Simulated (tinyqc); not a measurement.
Floating body of a partially depleted SOI transistor: body voltage and kink: transfer curve and swing.

Source at 0 V. Channel current Ic = 2 nf K Vt^2 [F(0) - F(Vd)](1 + la Vd), F(V) = ln^2(1 + exp((Vg - VT - nf V)/(2 nf Vt))), VT = VT0 - gb Vb. Saturation voltage Vs = 2 Vt sqrt(F(0)) + 3 Vt, excess Ve = (Vd - Vs + sqrt((Vd - Vs)^2 + 0.0004 V^2))/2, multiplication M1 = Ai Ve exp(-Bl/Ve). Each junction passes D(v) = J1 (exp(v/Vt) - 1) + J2 (exp(v/(2 Vt)) - 1). Bipolar current Ib = bb J1 (exp(Vb/Vt) - 1). The body settles where M1 (Ic + Ib) = D(Vb) + D(Vb - Vd) + Vb/Rb; drain current Id = (1 + M1)(Ic + Ib) - D(Vb - Vd).

Rows with more than one solution for Vb (latch) are left out; dId/dVd by a forward difference over 1e-4 V, swing = 1e-4 V over the change of log10 Id; M1 under 1e-12 is printed as 0.

Parameters, values chosen for the exercise; values of the order met in partially depleted silicon-on-insulator transistors:
- T = 358 K (temperature)
- VT0 = 0.46 V (threshold at zero body voltage)
- gb = 0.17 (fall of the threshold per volt of body voltage)
- nf = 1.48 (slope factor)
- K = 390 uA/(V^2 um) (gain factor per width)
- la = 0.08 1/V (channel-length modulation factor)
- Ai = 3.76 1/V (impact-ionisation prefactor)
- Bl = 6.5 V (impact-ionisation voltage)
- J1 = 3.7e-11 uA/um (diffusion saturation current of each junction)
- J2 = 5.8e-8 uA/um (recombination saturation current of each junction)
- bb = 1 (gain of the lateral bipolar transistor on the diffusion current)
- Rb = 1e9 kohm um (resistance of a weak body tie to the source (1e9 stands for no tie, and the term is then dropped))
- Vd = 1.8 V (drain voltage)

Constants: q = 1.602176634e-19 C, kB = 1.380649e-23 J/K, Vt = kB T/q. Results are converted to the units shown.

Transfer curve and swing:
```
Vg (V),Vb (V),M1,"Id, floating (uA/um)","Id, grounded (uA/um)",ratio,"swing, floating (mV/decade)","swing, grounded (mV/decade)"
0.01,0.3863,0.1423,3.242e-4,7.482e-5,4.333,84.38,105.6
0.11,0.4974,0.1413,0.004485,6.585e-4,6.811,91.44,106.3
0.21,0.5795,0.1384,0.04950,0.005640,8.776,101.4,108.5
0.31,0.6448,0.1307,0.4001,0.04475,8.939,122.7,114.9
0.41,0.6924,0.1163,2.026,0.2963,6.838,168.8,131.6
0.51,0.7229,0.09774,6.315,1.418,4.454,246.2,168.3
0.61,0.7411,0.07888,13.86,4.585,3.023,348.8,232.2
0.71,0.7518,0.06191,24.53,10.68,2.297,465.6,320.8
0.81,0.7576,0.04743,38.06,19.91,1.911,588.2,425.6
```

What does the comparison show?

Vb rises from 0.386 to 0.758 V. The smallest swing among the rows is 84.4 mV a decade with a floating body (at Vg = 0.01 V) and 106 with a grounded one; Vt ln 10 = 71.0. The floating swing is smaller by more than 3 % for Vg = 0.01, 0.11, 0.21 V, where the rising Vb lowers the threshold as Vg rises. In the first row the floating body raises the current by a factor of 4.33.

Range of the model: The multiplication law is an empirical form chosen for the exercise; self-heating and capacitive coupling to the body are left out, and the linear laws are rough once Vb passes about 0.7 V or M1 about 0.1.

Computed by the program tinyqc: `OMP_NUM_THREADS=1 python tinyqc.py 2182083 2182084 out.jsonl`, one thread of a shared Intel Xeon 2.30GHz, about 0.2 s for the whole run.
